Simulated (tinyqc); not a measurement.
Classical nucleation, growth and JMAK kinetics of crystallisation from a melt or glass: one step, computed by the program tinyqc. Command: `OMP_NUM_THREADS=1 python tinyqc.py 3000958 3000959 out.jsonl nucl walk`. One thread of a shared host (Intel(R) Xeon(R) Processor @ 2.30GHz), about 0.01 s of CPU time with the checks.

A spherical nucleus cap on a flat wall with a sharp interface of isotropic energy gamma; lambda = Omega^(1/3) is the jump distance.

Question. Growth velocity. Driving force per volume: dG = H (T_m - T)/T_m. Growth (Wilson-Frenkel): u = (D/lambda) [1 - exp(-dG Omega/(k_B T))]. D = D0 exp(-Q/(k_B T)).

Inputs (values chosen for the exercise, for a model substance):

| quantity | value | unit |
|---|---|---|
| melting point T_m | 1210 | K |
| heat of melting per volume H | 948 | J/cm^3 |
| interface energy gamma | 0.071 | J/m^2 |
| atomic volume Omega | 18.7 | angstrom^3 |
| temperature T | 843 | K |
| diffusion prefactor D0 | 2.8e-06 | m^2/s |
| activation energy Q | 2.21 | eV |
| contact angle theta | 55 | degrees |
| wall area per volume S_v | 190000 | 1/m |

Nucleation: on a flat wall. Driving force: Turnbull (linear).

Constants: k_B = 8.617333262e-05 eV/K; k_B = 1.380649e-23 J/K.

Give: growth velocity u.

Answer.

growth velocity u = 2.3941e-10 m/s
